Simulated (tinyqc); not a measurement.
Elastic strain and critical thickness of a cubic alloy layer A(1-x)B(x) on a thick substrate: one step, computed by the program tinyqc.

Strain is positive in tension. The layer is coherent with the substrate unless said otherwise.

Problem. Alloy by Vegard's rule, and misfit. a = (1 - x) a_A + x a_B, the same rule for each C_ij; misfit f = (a_S - a)/a, the in-plane strain of the coherent layer.

Inputs (values chosen for the exercise, modelled on Ga(1-x)In(x)As on InP):
```
quantity                        value      unit
fraction x of B                  0.64         -
lattice constant a_A            5.653  angstrom
lattice constant a_B            6.058  angstrom
substrate lattice constant a_S  5.869  angstrom
```

C11, C12, C44 of A (GPa): 119.2  54.56  58.75

C11, C12, C44 of B (GPa): 84.28  44.79  39.2

Give: free lattice constant a; elastic constants; misfit f.

Solution.

free lattice constant a = 5.9122 angstrom

elastic constants (GPa): C11 96.8512, C12 48.3072, C44 46.2380

misfit f = -0.007307

The layer is compressed in the plane by 0.73 %.
